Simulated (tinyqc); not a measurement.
Vacuum evaporation: vapour pressure, source flux, thickness distribution, purity and step coverage: one step, computed by the program tinyqc.

Molecular flow, unit sticking of the metal, no re-evaporation. The background gas is taken as water vapour (18.015 g/mol, collision diameter 0.37 nm) at 300 K.

Task: Rate and uniformity on a fixed wafer above the source. A small source emits (n + 1) Phi area cos^n(phi)/(2 pi) per solid angle; on a parallel plane at height h and lateral distance l the arrival rate is (n + 1) Phi area/(2 pi h^2) x (1 + (l/h)^2)^(-(n + 3)/2). Growth rate = arrival rate x m/rho, m = M u. The wafer is fixed and centred above the source.

Inputs (values chosen for the exercise, modelled on gallium, with constants for the liquid): molar mass M = 69.72 g/mol; film density rho = 5.91 g/cm^3; source temperature T = 1160 K; source area = 0.96 cm^2; directionality n = 4; source-to-wafer distance h = 36 cm; wafer radius R = 15 cm.

flux Phi = 3.636045e+16 1/(cm^2 s)

Constants: u = 1.6605390666e-27 kg.

Give: arrival rate at the centre; growth rate at the centre; edge over centre; non-uniformity (max - min)/(max + min); share of the material that lands on the wafer, 1 - (1 + (R/h)^2)^(-(n + 1)/2).

Result:

arrival rate at the centre = 2.143e+13 1/(cm^2 s)

growth rate at the centre = 0.004199 nm/s

edge over centre = 0.5710

non-uniformity (max - min)/(max + min) = 27.30 %

share of the material that lands on the wafer, 1 - (1 + (R/h)^2)^(-(n + 1)/2) = 32.98 %
